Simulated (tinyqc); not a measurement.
# Worked calculation: frequency dispersion of an accumulation capacitance by border traps, distributed model

Program tinyqc, `OMP_NUM_THREADS=1 python tinyqc.py 2202047 2202048 out.jsonl`; Intel Xeon 2.30GHz, shared host, one thread, about 0.4 s. Printed values are rounded.

Traps spread evenly through the insulator exchange electrons with the semiconductor by tunnelling, with tau(x) = t0 exp(2 ka x) at depth x from the interface. The admittance per area Y seen at depth x obeys dY/dx = -Y^2/(i w eps0 eox) + q Nb ln(1 + i w tau)/tau, with Y(0) = i w Cs and w = 2 pi f; the gate sees Y(tox) = G + i w C. Working variable y = Y/(i w), in uF/cm^2. Cox = eps0 eox/tox.

Inputs (values chosen for the exercise); permittivity close to that of hafnium oxide:
- eox = 19.2 (relative permittivity of the insulator)
- tox = 7.4 nm (insulator thickness)
- Cs = 3.7 uF/cm^2 (semiconductor capacitance in accumulation)
- Nb = 5.1e18 cm^-3 eV^-1 (density of border traps)
- ka = 5.4 1/nm (decay constant of the wave function in the insulator)
- t0 = 4e-9 s (time constant of a trap at the interface)
- f = 100 Hz (frequency)
- xe = 1.7 nm (depth down to which the steps are taken)

Constants: q = 1.602176634e-19 C, eps0 = 8.8541878128e-14 F/cm where lengths are in cm. Results are converted to the units shown.

## Scales and lumped estimate

Cox; trap-free value 1/(1/Cox + 1/Cs); response depth d = ln(1/(w t0))/(2 ka), where w tau = 1; lumped estimate: all traps within d act as C_bt = q Nb d placed at d/2, so C = 1/{1/[1/(1/Cs + d/(2 eps0 eox)) + C_bt] + (tox - d/2)/(eps0 eox)}.

Cox = 2.297303 uF/cm^2
trap-free C = 1.417307 uF/cm^2
d = 1.193882 nm
C_bt = 0.09755329 uF/cm^2
lumped C = 1.435279 uF/cm^2

The traps within reach amount to 0.0264 Cs and lie in the first 16.1 % of the insulator.

## Midpoint steps through the active depth

In terms of y: dy/dx = -y^2/(eps0 eox) + s(x), s = q Nb ln(1 + z)/z, z = i w tau. 10 midpoint steps of h = xe/10: y_half = y + (h/2) y'(x, y), y(new) = y + h y'(x + h/2, y_half).

```
point  x (nm)        s (uF/(cm^2 nm))         y (uF/cm^2)
0           0  0.08171101-0.00000010i  3.700000+0.000000i
1        0.17  0.08171101-0.00000064i  3.581505+0.000000i
2        0.34  0.08171101-0.00000404i  3.471188+0.000000i
3        0.51  0.08171100-0.00002533i  3.368260-0.000002i
4        0.68  0.08171060-0.00015883i  3.272028-0.000012i
5        0.85  0.08169482-0.00099583i  3.181883-0.000078i
6        1.02  0.08108298-0.00617519i  3.097274-0.000492i
7        1.19  0.06513774-0.02778262i  3.017137-0.002912i
8        1.36  0.01910362-0.02456138i  2.935306-0.008133i
9        1.53  0.00334570-0.00786532i  2.852951-0.010059i
10        1.7  0.00054118-0.00188830i  2.774078-0.010141i
```

## Capacitance and conductance at the gate

y at xe = 2.774078-0.010141i uF/cm^2

Beyond xe the traps are ignored, so 1/y(tox) = 1/y(xe) + (tox - xe)/(eps0 eox); C = Re y, G/w = -Im y, loss tangent G/(w C).

y at the gate = 1.437254-0.002722i uF/cm^2
C = 1.437254 uF/cm^2
G/w = 0.002722053 uF/cm^2
loss tangent = 0.001893926

A fine integration over the whole insulator gives C = 1.4372 and G/w = 0.002777 uF/cm^2; the coarse G/w is 2.0 % below that. The fine C is 1.4 % above the trap-free value, and the lumped estimate is 0.13 % below the fine result.
